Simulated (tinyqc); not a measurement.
Length of a polyene: Hueckel, PPP and singles CI along the polyenes. Computed by the program tinyqc. Hueckel uses the same beta without repulsion; CIS keeps all single excitations and so misses the low, doubly excited 2Ag state. W is the valence ionisation energy of a centre, MN the Mataga-Nishimoto formula, f the oscillator strength.

All-trans chains of carbon centres 1.40 angstrom apart:
```
parameter                               value
beta (eV), times 1 +/- alternation  -2.200000
alternation                          0.050000
W (eV)                              11.160000
gamma_rr (eV)                       11.240000
repulsion formula                          MN
```

Gaps and excitations (eV):
```
centres  Hueckel gap  PPP orbital gap  bright singlet (CIS)      f  lowest triplet (CIS)
2              4.620            9.991                 7.555  0.648                 1.685
6              2.234            6.652                 4.308  1.417                 0.649
8              1.811            5.981                 3.703  1.804                 0.478
10             1.540            5.536                 3.304  2.165                 0.374
12             1.353            5.224                 3.023  2.504                 0.306
```

Estimate the missing row, centres = 4.

Computed row:
```
centres  Hueckel gap  PPP orbital gap  bright singlet (CIS)      f  lowest triplet (CIS)
4              2.981            7.771                 5.334  1.006                 0.966
```

The Hueckel gap tends to 4 x alternation x |beta| = 0.44 eV for long chains. Exchange opens the PPP orbital gap, and the attraction of electron and hole brings the bright state 2.20 eV below it at 12 centres; the triplet lies 2.72 eV lower still.
